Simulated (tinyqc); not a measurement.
What each parameter of the potential does: deformation potentials from a strained empirical pseudopotential.

Diamond lattice, no spin-orbit coupling. Atomic form factor V(q) = a1 (q^2 - a2)/(a3 exp(a4 q^2) - 1) in rydberg with q in 1/bohr, for the unstrained cell. Under a strain e the reciprocal vectors and k go over into (1 + e)^(-1) G, the atoms sit at +/- tau with tau = (1 + e) a (1,1,1)/8 - zeta a (eyz, ezx, exy)/4, and H(G,G') = c |k + G|^2 delta + (V(q)/det(1 + e)) cos(q.tau), q = G - G', with the term q = 0 left out; c = hbar^2/2m0. The basis is fixed before straining: all G with |k + G|^2 up to 16 (2 pi/a)^2. k is given in units of 2 pi/a of the unstrained cell.

Constants: hbar^2/2m0 = 3.80998211 eV angstrom^2; Ry = 13.60569312 eV; a0 (Bohr radius) = 0.5291772105 angstrom.

Inputs chosen for the exercise (a germanium-sized cell with gaps well above those of Ge; not measured data):
- a = 5.66 angstrom (lattice constant)
- a1 = 0.397
- a2 = 2.398
- a3 = 2.04
- a4 = 0.452
- kD = 0.82 2 pi/a (position of the Delta minimum)

Gaps from the valence top to level 5 at Gamma and level 5 at (kD,0,0) and L, and their deformation potentials [E(+h) - E(-h)]/(3 ln((1 + h)/(1 - h))) for e = +/- h 1, h = 0.002. The row for the lattice constant keeps V(q) without the volume factor, so it is not a strain.

One parameter was then changed.

Results before and after:

| case | Gamma (eV) | Delta (eV) | L (eV) | potential Gamma (eV) | potential Delta (eV) | potential L (eV) |
|---|---|---|---|---|---|---|
| base | 1.806 | 1.341 | 1.259 | -9.06 | 0.82 | -2.98 |
| changed | 1.830 | 1.412 | 1.308 | -9.15 | 0.79 | -3.01 |

Which of these changes was made? (a) a4 = 0.457; (b) a3 = 2.06; (c) a2 = 2.374; (d) a = 5.603 angstrom; (e) a1 = 0.401.

Answer: (e) a1 = 0.401. Of the candidates, run in turn, only this one gives the changed row.

All candidates:

| case | Gamma (eV) | Delta (eV) | L (eV) | potential Gamma (eV) | potential Delta (eV) | potential L (eV) |
|---|---|---|---|---|---|---|
| base | 1.806 | 1.341 | 1.259 | -9.06 | 0.82 | -2.98 |
| a = 5.603 angstrom | 2.001 | 1.097 | 1.202 | -8.87 | 1.13 | -2.78 |
| a1 = 0.401 | 1.830 | 1.412 | 1.308 | -9.15 | 0.79 | -3.01 |
| a2 = 2.374 | 1.943 | 1.278 | 1.276 | -9.01 | 0.88 | -2.93 |
| a3 = 2.06 | 1.783 | 1.248 | 1.200 | -8.97 | 0.84 | -2.94 |
| a4 = 0.457 | 1.743 | 1.265 | 1.197 | -8.91 | 0.91 | -2.88 |

Program tinyqc; command `OMP_NUM_THREADS=1 python tinyqc.py 1850797 1850798 out.jsonl`; about 0.2 s on one thread of a shared Intel(R) Xeon(R) Processor @ 2.30GHz.
